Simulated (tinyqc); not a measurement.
# Worked calculation: silicon n-p-n transistor, Gummel numbers and transit times

tinyqc, about 0.01 s, one thread, Intel Xeon 2.30GHz (shared host): `OMP_NUM_THREADS=1 python tinyqc.py 2320003 2320004 out.jsonl` Printed values are rounded.

One-dimensional n-p-n transistor in the forward active mode at low injection. In the base p(x) = NB exp(-eta x/wb) and ni(x)^2 = ni^2 exp((g0 + g1 x/wb)/Vt); electrons leave the base at vsat; band spikes at the emitter junction and recombination inside the emitter are ignored.

Parameters, values chosen for the exercise; band and dielectric values close to those of silicon: temperature T = 300 K; band gap Eg = 1.11 eV; relative permittivity eps_r = 11.6; conduction-band density of states at T Nc = 2.81e19 cm^-3; valence-band density of states at T Nv = 2.65e19 cm^-3; saturation velocity vsat = 9.93e6 cm/s; neutral base width wb = 240 nm; base doping at the emitter edge NB = 6e17 cm^-3; doping falls as exp(-eta x/wb) eta = 0; gap reduction at the emitter edge of the base g0 = 0 eV; further gap reduction across the base (linear) g1 = 0 eV; electron diffusion coefficient in the base Dn = 11 cm^2/s; emitter doping NE = 1.2e20 cm^-3; gap reduction in the emitter (negative: wider gap) gE = 0.095 eV; neutral emitter width we = 61 nm; hole diffusion coefficient in the emitter Dp = 1.1 cm^2/s; recombination velocity at the emitter contact Se = 50000 cm/s; electron lifetime in the base tb = 7e-7 s; collector doping NC = 1.2e16 cm^-3; collector-base reverse bias VCB = 0.3 V.

Constants: q = 1.602176634e-19 C, kB = 1.380649e-23 J/K, Vt = kB T/q, eps0 = 8.8541878128e-14 F/cm where lengths are in cm. Results are converted to the units shown.

Range of the model: Heavy doping makes emitter or base degenerate; gE and g0 are to be read as apparent gap changes that include this.

## Base Gummel number and transit time

f(x) = p(x) ni^2/ni(x)^2; I(x) = integral from x to wb of f/Dn, plus f(wb)/vsat; base Gummel number GB = I(0); electron density per unit flux n/(J/q) = I/f; base transit time tauB = integral of I/f over the base. Trapezoid rule on 10 equal steps.

```
point   x (nm)  f (cm^-3)  I (s/cm^4)  I/f (s/cm)
0        0.000       6e17  1.36951e12  2.28252e-6
1       24.000       6e17  1.23860e12  2.06434e-6
2       48.000       6e17  1.10770e12  1.84616e-6
3       72.000       6e17  9.76787e11  1.62798e-6
4       96.000       6e17  8.45878e11  1.40980e-6
5      120.000       6e17  7.14968e11  1.19161e-6
6      144.000       6e17  5.84059e11  9.73432e-7
7      168.000       6e17  4.53150e11  7.55250e-7
8      192.000       6e17  3.22241e11  5.37069e-7
9      216.000       6e17  1.91332e11  3.18887e-7
10     240.000       6e17  6.04230e10  1.00705e-7
```

GB = 1.36951e12 s/cm^4
tauB = 28.5987 ps

With 4000 steps GB = 1.370e12 s/cm^4 and tauB = 28.60 ps. A uniform base would give wb^2/(2 Dn) + wb/vsat = 28.6 ps.

## Gain, Early voltage and collector delay

ni = sqrt(Nc Nv) exp(-Eg/(2 Vt)), Eg in volts; GE = NE exp(-gE/Vt)(we/Dp + 1/Se); JC = J0 exp(VBE/Vt), J0 = q ni^2/GB; gain limited by back injection GE/GB, by base recombination tb/tauB, together 1/beta = the sum of the inverses; collector layer one-sided, Wc = sqrt(2 eps0 eps_r (Vbc + VCB)/(q NC)), Vbc = Vt ln(p(wb) NC/ni^2), Cjc = eps0 eps_r/Wc; Early voltage VA = GB q p(wb)/(f(wb) Cjc [1/Dn - (eta + g1/Vt)/(wb vsat)]), f(wb) = p(wb) exp(-(g0 + g1)/Vt), p(wb) = NB exp(-eta); tauC = Wc/(2 vsat).

ni = 1.29535e10 cm^-3
GE = 7.77258e13 s/cm^4
J0 = 1.96298e-11 A/cm^2
GE/GB = 56.7543
tb/tauB = 24476.6
beta = 56.6230
Wc = 344.609 nm
Cjc = 0.298044 fF/um^2
VA = 80.9822 V
tauC = 1.73519 ps

The gain is limited more by back injection into the emitter. beta VA = 4590 V.
